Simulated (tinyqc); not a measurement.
Inversion-layer mobility, back-scattering and ballistic limit of a field-effect transistor: one step, computed by the program tinyqc.

The charge at the top of the source barrier is fixed by the gate; series resistance and short-channel effects are left out. F_j are Fermi integrals normalised to exp(eta) in the classical limit.

Task: Ballistic limit. Non-degenerate: every F_j(eta) is replaced by exp(eta). Ballistic channel: N_2D = g_v m k_B T/(pi hbar^2), U = e V_D/(k_B T); eta_F solves N_inv = (N_2D/2)[F_0(eta_F) + F_0(eta_F - U)]; v_T = sqrt(2 k_B T/(pi m)); I/W = e (N_2D/2) v_T [F_1/2(eta_F) - F_1/2(eta_F - U)]; injection velocity v_T F_1/2(eta_F)/F_0(eta_F).

Inputs (values chosen for the exercise, modelled on a 4H-SiC n-channel):
```
quantity               value  unit
transport mass m         0.3   m_0
valley degeneracy g_v      3     -
drain voltage V_D       0.53     V
temperature T            400     K
```

Statistics at the top of the barrier: non-degenerate.

inversion density N_inv = 5.631528e+11 1/cm^2

Constants: m_0 = 9.1093837015e-31 kg; k_B = 1.380649e-23 J/K; hbar = 1.054571817e-34 J s; k_B = 8.617333262e-05 eV/K; e = 1.602176634e-19 C.

Give: N_2D; eta_F; thermal velocity v_T; injection velocity; ballistic current I/W.

Result:

N_2D = 1.296e+13 1/cm^2

eta_F = -2.443

thermal velocity v_T = 1.134 1e7 cm/s

injection velocity = 1.134 1e7 cm/s

ballistic current I/W = 102.3 microampere/micrometre
